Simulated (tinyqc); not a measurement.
Worked calculation: RHF in the sto-6g basis, for H3+, spin multiplicity 1. One step of it, computed by the program tinyqc.

Task: Iteration 3: DIIS coefficients. Solve [B -1; -1 0][c; lambda] = [0; -1] for the coefficients, which sum to one.

B (overlaps of the stored error matrices):
```
               1              2
1  1.4665726e-03  1.7691566e-04
2  1.7691566e-04  2.1376353e-05
```

Give: DIIS coefficients.

Result:

DIIS coefficients: -0.1371  1.1371
